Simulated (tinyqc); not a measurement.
Configuration-coordinate model of a defect: Huang-Rhys factor and luminescence line shape. Changing the displacement dQ. Computed by tinyqc, a small Python program. Command: `OMP_NUM_THREADS=1 python tinyqc.py 3030990 3030991 out.jsonl ccline sweep`. One thread of a shared host (Intel(R) Xeon(R) Processor @ 2.30GHz), about 0.05 s of CPU time with the checks.

Ground state E_g(Q) = (1/2) omega_g^2 Q^2; excited state E_e(Q) = E_0 + (1/2) omega_e^2 (Q - dQ)^2 with omega_e = omega_g and E_0 = E_ZPL. Q is mass-weighted; the dipole does not depend on Q (Condon approximation).

Inputs (values chosen for the exercise, for a model defect):
```
quantity                          value        unit
zero-phonon energy E_ZPL          0.584          eV
ground-state phonon hbar omega_g   23.9         meV
temperature T                        20           K
refractive index n_r               3.73           -
transition dipole mu                1.8  e angstrom
quenching prefactor nu_0          2e+11         1/s
```

Modes: equal frequencies in both states.

Constants: hbar^2/u = 4.18015928e-03 eV angstrom^2; k_B = 8.617333262e-05 eV/K; hbar = 6.582119569e-16 eV s; e = 1.602176634e-19 C; eps_0 = 8.8541878128e-12 F/m; hbar = 1.054571817e-34 J s; c = 299792458 m/s.

Method:
- S = hbar omega dQ^2/(2 hbar^2/u) for each state; relaxation energy S hbar omega; absorption at E_0 + S_e hbar omega_e, emission at E_0 - S_g hbar omega_g; the Stokes shift is their difference.
- Overlaps <m_e|n_g> of harmonic-oscillator functions (Hermite recursion, positive leading coefficients) by a sum over an even grid (700 points from x = -9 to 9 + d for the small table, 1500 points from -16 to 16 + d for the thermal sums), with x = Q sqrt(omega_g/hbar), d = sqrt(2 S_g) and frequency ratio omega_e/omega_g.
- Initial levels m = 0..24 carry Boltzmann weights exp(-m hbar omega_e/k_B T), normalised; final levels n = 0..79; a line lies at E_ZPL + m hbar omega_e - n hbar omega_g with weight w_m <m|n>^2. Moments are taken over these weights without the E^3 factor; FWHM = 2 sqrt(2 ln 2) x standard deviation; the zero-phonon weight is the sum of w_m <m|m>^2.
- The curves cross at the root Q_c nearest dQ; the barrier is (1/2) omega_e^2 (Q_c - dQ)^2, with (1/2) omega^2 = (hbar omega)^2/(2 hbar^2/u). k_r = n_r omega^3 mu^2/(3 pi eps_0 hbar c^3) at the vertical emission energy, without local-field correction; k_nr = nu_0 exp(-barrier/k_B T) (Mott-Seitz); yield = k_r/(k_r + k_nr); T_1/2 = barrier/(k_B ln(nu_0/k_r)).

One run for each value; columns: (1) displacement dQ (u^(1/2) angstrom); (2) S_g; (3) zero-phonon weight; (4) FWHM from the second moment (eV); (5) vertical emission energy (eV); (6) classical barrier (eV); (7) quenching temperature T_1/2 (K):
```
(1)     (2)     (3)     (4)     (5)    (6)    (7)
0.27  0.208  0.8119  0.0257  0.5790  16.83  19490
0.33  0.311  0.7325  0.0314  0.5766  11.17  12920
0.40  0.457  0.6329  0.0381  0.5731   7.51   8672
0.49  0.686  0.5034  0.0466  0.5676   4.91   5653
0.59  0.995  0.3697  0.0561  0.5602   3.30   3783
0.72  1.482  0.2272  0.0685  0.5486   2.12   2421
0.87  2.164  0.1149  0.0828  0.5323   1.37   1547
1.10  3.459  0.0315  0.1047  0.5013   0.76    844
1.30  4.831  0.0080  0.1237  0.4685   0.48    518
```

Over the rows, S_g rises from 0.208 to 4.83 (exponent d ln y / d ln x about 2.0 throughout); zero-phonon weight falls from 0.812 to 0.00798 (exponent d ln y / d ln x -0.51 between the first rows and -8.2 between the last); FWHM from the second moment (eV) rises from 0.0257 to 0.124 (exponent d ln y / d ln x about 1.00 throughout). The exponent of S_g stays at 2: S goes as dQ^2. The exponent of FWHM from the second moment stays at 1: the width goes as sqrt(S). A larger displacement widens and lowers the band and brings the crossing down, so strongly coupled centres quench first.

Caution (rows 0.270, 0.330, 0.400, 0.490, 0.590, 0.720, 0.870): for small S the spectrum is a set of resolved lines, and a Gaussian width has little meaning. Caution (rows 0.270, 0.330, 0.400, 0.490, 0.590, 0.720, 0.870, 1.10): the curves cross far outside the range of the harmonic model, so the barrier and T_1/2 have no quantitative meaning.

Extremes, crossings and ranges named in words are read from the listed rows.
